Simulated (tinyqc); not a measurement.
Orbital energy against energy difference: ionisation energy by orbital energies and by energy differences in the 6-31g basis, for BeH2, spin multiplicity 1. Computed by the program tinyqc with PySCF. The cation is unrestricted; errors are against CCSD(T) in this basis, not against experiment.

Geometry (angstrom):
```
atom       x        y       z
Be    0.0000   0.0000  0.0000
H     0.0000   1.2780  0.0000
H     0.0000  -1.2340  0.0000
```

CCSD(T) difference in the same basis = 11.8471 eV

IP-EOM-CCSD = 11.8805 eV

First vertical ionisation energy (eV):
```
method     -e(HOMO)  E(cation) - E  error of -e(HOMO)  error of the difference
HF           12.442       11.61845              0.595                   -0.229
LDA           7.533       11.92172             -4.314                    0.075
PBE           7.556       11.94360             -4.291                    0.096
B3LYP         8.773       12.19877             -3.074                    0.352
PBE0          8.964       12.12898             -2.884                    0.282
CAM-B3LYP    10.475       12.29135             -1.372                    0.444
LC-wPBE      11.958       12.43923              0.111                    0.592
```

What does the comparison show, and why?

Koopmans errs by +0.59 eV and Delta-HF by -0.23 eV: relaxation, 0.82 eV, lowers the value and the missing correlation difference works against it. The PBE level is off by -4.3 eV through the wrong tail of its potential, though its energy difference is off by +0.10 eV; exact exchange deepens the level, and among the orbital energies LC-wPBE comes closest; among the differences LDA does.
